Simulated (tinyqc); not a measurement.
Resonant-tunnelling diode, transfer matrices and Tsu-Esaki current: two steps of the calculation.

Emitter (band edge 0), barrier d1, well Lw, barrier d2, collector (edge -V). The bias drops linearly over these layers and none in the contacts; each layer is cut into ns equal slices, flat at the value of their centres. E is the energy of motion across the layers, C = hbar^2/(2 m0), psi and psi'/m are continuous. Transport is coherent, T(E) is taken as independent of the transverse momentum, and charge in the well is ignored.

Values chosen for this exercise; masses and offsets of a made-up heterostructure:
- T = 77 K (temperature)
- mw = 0.26 m0 (mass in the well, spacer and contacts)
- Ef = 0.15 eV (Fermi energy of both contacts above their band edges)
- V = 0.21 V (bias of the collector)

Constants: q = 1.602176634e-19 C, kB = 1.380649e-23 J/K, hbar = 1.054571817e-34 J s, m0 = 9.1093837015e-31 kg, Vt = kB T/q. Results are converted to the units shown.

Question 1. Breit-Wigner parameters from a parabola through 1/T(E). Near a resonance 1/T(E) = (1/Tp) [1 + (2 (E - Er)/G)^2]. With y = 1/T(E) at E0 - h, E0, E0 + h: a = (y1 + y3 - 2 y2)/(2 h^2), b = (y3 - y1)/(2 h), Er = E0 - b/(2 a), 1/Tp = y2 - b^2/(4 a), G = 2 sqrt(1/(Tp a)), tau = hbar/G.

three energies (eV): [0.077012, 0.077452, 0.077892]
T(E) at these energies: [0.62378921, 0.96343940, 0.44343737]

Find: Er; Tp; G; tau.

Answer 1.

Er = 0.077372 eV
Tp = 0.99193
G = 0.93597 meV
tau = 703.24 fs

The true maximum of T(E) lies at 0.077370 eV with height 0.9932 and full width 0.9333 meV; the fitted G is 0.28 % above that width.

Question 2. Current from the resonance alone. J = J0 times the integral over E > 0 of T(E) N(E), N = ln[(1 + exp((Ef - E)/Vt))/(1 + exp((Ef - V - E)/Vt))], J0 = q^2 mw m0 kB T/(2 pi^2 hbar^3) (times 1e-4 for A/cm^2 per eV). For a sharp resonance J = J0 (pi G/2) Tp N(Er), with Er the peak energy, Tp the peak transmission and G the full width at half maximum (in eV). The three values given are estimates from a parabola through three points of 1/T(E).

Er = 0.077371520 eV
Tp = 0.99193197
G = 0.93597434 meV

Find: J0; N(Er); J.

Answer 2.

J0 = 2.792e7 A/(cm^2 eV)
N(Er) = 10.95
J = 445.7 kA/cm^2

The full integral over T(E) gives 441.9 kA/cm^2; the value above is 0.86 % above it.

Computed by the program tinyqc: `OMP_NUM_THREADS=1 python tinyqc.py 2600120 2600121 out.jsonl`, one thread of a shared Intel Xeon 2.30GHz, about 0.2 s for the whole run.
